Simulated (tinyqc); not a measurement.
Worked calculation: coherent transport through a tight-binding region between two chains. Computed by tinyqc, a small Python program that keeps every step. Settings: temperature = 4, mu = -0.17. Command: `OMP_NUM_THREADS=1 python tinyqc.py 29464 29465 out.jsonl` (the two numbers bound the seeds that draw the settings). One thread of a shared host (Intel(R) Xeon(R) Processor @ 2.60GHz), about 0.1 s of CPU time with the checks.

## Transmission at E = 0.32 eV

H of the central region (eV):
```
,1,2
1,0.000000,-1.990000
2,-1.990000,0.000000
```

Leads: semi-infinite chains with site energy 0:
```
parameter,value
lead hopping t (eV),1.290000
coupling to the left lead (eV),1.000000
coupling to the right lead (eV),0.510000
left contact site,1
right contact site,2
```

E = 0.320000 eV

Surface Green function g = (E - i sqrt(4 t^2 - E^2)) / (2 t^2); self-energy tc^2 g on each contact site; G = (E - H - Sigma)^(-1); Gamma = -2 Im Sigma; T = Gamma_L Gamma_R |G_LR|^2; local density of states -Im G_ii / pi.

g = 0.096148-0.769208i 1/eV

G (1/eV):
```
,1,2
1,-0.069245-0.054073i,0.489401+0.032848i
2,0.489401+0.032848i,-0.042355-0.192866i
```

local density of states (1/eV): 0.017212  0.061391

transmission = 0.148105

## Transmission across the band

The same steps on a grid of energies.

T(E):
```
E (eV),T
-2.45100000,0.549741
-2.20590000,0.390554
-1.96080000,0.291999
-1.71570000,0.237263
-1.47060000,0.203759
-1.22550000,0.181902
-0.98040000,0.167184
-0.73530000,0.157270
-0.49020000,0.150872
-0.24510000,0.147275
0.00000000,0.146114
0.24510000,0.147275
0.49020000,0.150872
0.73530000,0.157270
0.98040000,0.167184
1.22550000,0.181902
1.47060000,0.203759
1.71570000,0.237263
1.96080000,0.291999
2.20590000,0.390554
2.45100000,0.549741
```

levels of the isolated region (eV): -1.990000  1.990000

## Current

I = (2e/h) int T(E) [f(E - mu - V/2) - f(E - mu + V/2)] dE at 4 K with mu = -0.17 eV, the bias not changing H; 2e^2/h = 77.48092 microsiemens; the integral runs over the band on 4001 points.

Current:
```
V (volt),I (microampere)
0.010000,0.113439
0.050000,0.568412
0.100000,1.136255
0.200000,2.273743
0.400000,4.553991
0.800000,9.157337
```
